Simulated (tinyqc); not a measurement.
# p-n heterojunction, non-linear Poisson equation by Newton steps, Fermi-Dirac statistics: two studies

One dimension, material 1 (p-type) at x < 0 and material 2 (n-type) at x > 0. Band edges: Ec = -psi in material 1 and -psi + dEc in material 2, Ev = Ec - Eg. Flat quasi-Fermi levels: 0 for holes, +V for electrons. n = Nc F((EFn - Ec)/Vt), p = Nv F((Ev - EFp)/Vt), with F(eta) = F_1/2(eta) = (2/sqrt(pi)) int_0^infinity sqrt(u) du/(1 + exp(u - eta)) (Fermi-Dirac statistics); full ionisation, no interface charge, classical densities; the doping types are chosen for the exercise.

Parameters, values chosen for the exercise; band and dielectric values those of a made-up pair: temperature T = 350 K; band gap of material 1 Eg1 = 0.795 eV; relative permittivity of material 1 er1 = 15.5; conduction-band density of states of material 1 Nc1 = 3.16e17 cm^-3; valence-band density of states of material 1 Nv1 = 1.16e19 cm^-3; band gap of material 2 Eg2 = 1.45 eV; relative permittivity of material 2 er2 = 13; conduction-band density of states of material 2 Nc2 = 8e17 cm^-3; valence-band density of states of material 2 Nv2 = 1.56e19 cm^-3; conduction-band offset Ec2 - Ec1 dEc = 0.26 eV; acceptor density of material 1 N1 = 3.3e17 cm^-3; donor density of material 2 N2 = 1.9e16 cm^-3; bias of side 1 against side 2 V = -0.6 V.

Constants: q = 1.602176634e-19 C, kB = 1.380649e-23 J/K, Vt = kB T/q, eps0 = 8.8541878128e-14 F/cm where lengths are in cm. Results are converted to the units shown.

Each table varies one quantity; the others keep the values above.

## Effect of the acceptor density of material 1

Exact first integral: on each side D^2/(2 eps0 er) = G, G = q [Vt (nI_j - nI_b) + Vt (pI_j - pI_b) - C (psi_j - psi_b)], with C = -N1 or +N2, b the neutral end of that side, and nI, pI the densities with F_1/2 replaced by F_3/2(eta) = (4/(3 sqrt(pi))) int_0^infinity u^(3/2) du/(1 + exp(u - eta)). D is continuous, so er1 G1(psi_j) = er2 G2(psi_j) fixes psi_j. Ends from Nv1 F((-psi_L - Eg1)/Vt) = N1 and Nc2 F((V + psi_R - dEc)/Vt) = N2. D is counted positive when psi rises towards material 2. Depletion (Anderson) capacitance C^2 = q eps0 er1 er2 N1 N2/(2 (er1 N1 + er2 N2)(psi_R - psi_L)). -dD/dV is the change of the displacement at the interface with both quasi-Fermi levels flat; it is the terminal capacitance only while neither side holds an inversion layer. n_j and p_j are densities at the interface.

Results:
```
N1 (cm^-3),psi_R - psi_L (V),psi_j - psi_L (V),psi_R - psi_j (V),D/q (cm^-2),n_j in 1 (cm^-3),p_j in 2 (cm^-3),-dD/dV (nF/cm^2),depletion C (nF/cm^2)
1.6e16,1.344,0.6706,0.6733,4.190e11,8.477e9,9.766,26.15,25.56
3.9e16,1.371,0.4102,0.9605,5.039e11,6.206e5,1.334e5,30.81,30.12
9.1e16,1.396,0.2293,1.167,5.571e11,657.5,1.259e8,33.41,32.68
5.1e17,1.449,0.06949,1.379,6.068e11,0.5798,1.428e11,34.83,34.24
1.2e18,1.475,0.04148,1.434,6.190e11,0.09533,8.684e11,34.71,34.24
2.8e18,1.502,0.02612,1.476,6.282e11,0.02339,3.540e12,34.46,34.05
6.6e18,1.531,0.01720,1.514,6.365e11,0.006583,1.258e13,34.15,33.78
```

Estimate the missing row, N1 = 2.2e17 cm^-3.

Computed row:
```
N1 (cm^-3),psi_R - psi_L (V),psi_j - psi_L (V),psi_R - psi_j (V),D/q (cm^-2),n_j in 1 (cm^-3),p_j in 2 (cm^-3),-dD/dV (nF/cm^2),depletion C (nF/cm^2)
2.2e17,1.423,0.1218,1.301,5.891e11,7.680,1.078e10,34.58,33.88
```

With this row back in the table: As N1 goes from 1.6e16 to 6.6e18, the total bending rises from 1.34 to 1.53 V and the sheet charge D/q rises from 4.19e11 to 6.37e11 cm^-2; the share of the bending in material 1 falls from 49.9 to 1.12 %. The capacitance departs most from the depletion formula at N1 = 1.6e16, where it is 2.3 % above it.

## Effect of the donor density of material 2

Same model as above.

Effect of the donor density of material 2:
```
N2 (cm^-3),psi_R - psi_L (V),psi_j - psi_L (V),psi_R - psi_j (V),D/q (cm^-2),n_j in 1 (cm^-3),p_j in 2 (cm^-3),-dD/dV (nF/cm^2),depletion C (nF/cm^2)
9.5e14,1.345,0.01495,1.330,1.332e11,0.1477,5.605e11,8.159,8.061
2.2e15,1.370,0.02392,1.346,2.040e11,0.1989,4.163e11,12.29,12.13
5.3e15,1.397,0.04014,1.357,3.178e11,0.3405,2.431e11,18.85,18.58
1.2e16,1.421,0.06743,1.354,4.778e11,0.8416,9.837e10,27.96,27.48
2.9e16,1.448,0.1251,1.323,7.340e11,5.698,1.453e10,42.31,41.47
6.9e16,1.475,0.2413,1.234,1.092e12,268.2,3.087e8,61.87,60.58
1.6e17,1.502,0.4466,1.055,1.534e12,2.426e5,3.412e5,85.34,83.58
3.8e17,1.531,0.7513,0.7792,2.019e12,5.923e9,13.98,110.2,107.9
```

What does the table show?

As N2 goes from 9.5e14 to 3.8e17, the total bending rises from 1.34 to 1.53 V and the sheet charge D/q rises from 1.33e11 to 2.02e12 cm^-2; the share of the bending in material 1 rises from 1.11 to 49.1 %. The capacitance departs most from the depletion formula at N2 = 6.9e16, where it is 2.1 % above it.

Numbers from tinyqc (`OMP_NUM_THREADS=1 python tinyqc.py 2040079 2040080 out.jsonl`; about 0.2 s on one thread of a shared Intel Xeon 2.30GHz).
